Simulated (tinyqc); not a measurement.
Splitting against the electric field: valley splitting in a one-orbital chain of atomic planes (second-neighbour model).

Each (001) plane carries one orbital with energy e0, hopping v to the next plane and u to the second: E(phi) = e0 + 2 v cos(phi) + 2 u cos(2 phi), where phi = pi - k a/4 (the sign of every second orbital is chosen so that v > 0, which shifts the phase by pi). The minimum lies at cos(phi0) = -v/(4u), phi0 = pi - (pi/2) k0 for a valley at k0 (2 pi/a), and e0 puts it at zero. A slab of N planes has hard walls: the matrix simply ends.

Inputs chosen for the exercise (out of a larger set: near those of the Delta valleys of silicon; abrupt walls in this chain split the valleys several times more than measured wells; not measured data): a = 5.432 angstrom (lattice constant; planes lie a/4 apart); Nf = 150 (planes in the thick slab).

u = 0.614603 eV
v = 0.468245 eV
e0 = 1.318391 eV

A thick slab in a field F: plane j = 0, 1, ... gains the energy F j a/4 (1 MV/m = 1e-4 V/angstrom), which presses the electron against the first wall. The exponent is the slope of ln(splitting) against ln F between 20 and 50 MV/m.

Doublet:
```
F (MV/m)  mean level (meV)  splitting (meV)  splitting/F (meV per MV/m)
1                     8.03           0.1384                      0.1384
2                    12.66           0.2767                      0.1384
5                    23.04           0.6918                      0.1384
10                   36.14           1.3839                      0.1384
20                   56.49           2.7685                      0.1384
30                   73.20           4.1536                      0.1385
50                  101.19           6.9253                      0.1385
```

exponent = 1.00

What can be read from this table?

The splitting goes from 0.1384 to 6.9253 meV. At high field it grows as F^1.00: at a single hard wall it follows the squared slope of the envelope, which is proportional to F, while the level itself grows about as F^(2/3) (here F^0.64). A hard wall is the sharpest interface possible; real Si interfaces split several times less.

Computed by tinyqc, a small Python program: `OMP_NUM_THREADS=1 python tinyqc.py 1480573 1480574 out.jsonl` (the numbers bound the seed that draws the inputs); one thread of a shared host (Intel(R) Xeon(R) Processor @ 2.30GHz), about 0.02 s for the whole set of steps.
